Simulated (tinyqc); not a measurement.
Three ways to the same curve: density of states of one tight-binding band of a chain.

E(k) = -2 t cos(2 pi k) - 2 t2 cos(4 pi k); k in fractions of the reciprocal vectors, mesh k_i = j/N with j = 0 .. N-1. Densities are per cell and per spin, so the band holds one state.

Each interval of the mesh is a segment with E linear in k: n = (E - e1)/(e2 - e1), g = 1/(e2 - e1) between its end values.

Gaussian broadening: g(E) = mean over the mesh of exp(-(E - E_k)^2/(2 sigma^2))/(sigma sqrt(2 pi)), n(E) = mean of erfc((E_k - E)/(sigma sqrt 2))/2.

Values chosen for the exercise:
```
symbol  value  unit  meaning
t       1.28   eV    nearest hopping
t2      -0.12  eV    second hopping
N2      40           mesh points along each axis in this comparison
sigma   0.384  eV    Gaussian width
```

N = N2 here; the reference is the linear method with N = 4000.

g(E) (1/eV):
```
E (eV)  reference  linear segments  Gaussian, sigma  Gaussian, sigma/4  reference n(E)
-1.854      0.251            0.268            0.273              0.262           0.239
-1.388      0.176            0.181            0.194              0.170           0.335
-0.923      0.145            0.140            0.151              0.170           0.409
-0.457      0.129            0.129            0.132              0.058           0.473
0.008       0.121            0.121            0.122              0.055           0.530
0.473       0.117            0.118            0.119              0.092           0.585
0.939       0.119            0.118            0.121              0.144           0.640
1.404       0.125            0.122            0.129              0.200           0.697
1.870       0.142            0.149            0.154              0.175           0.758
2.335       0.187            0.181            0.200              0.169           0.833
```

Root-mean-square errors against the reference: 0.0067 for linear segments, 0.0110 for sigma and 0.0428 for sigma/4. The narrow Gaussian is worse than the wide one, because it resolves the separate mesh levels. The reference is highest at -1.854 eV of the energies listed, and half filling lies between -0.457 and 0.008 eV.

Computed by tinyqc, a small Python program: `OMP_NUM_THREADS=1 python tinyqc.py 1681181 1681182 out.jsonl` (the numbers bound the seed that draws the inputs); one thread of a shared host (Intel(R) Xeon(R) Processor @ 2.30GHz), about 0.01 s for the whole set of steps.
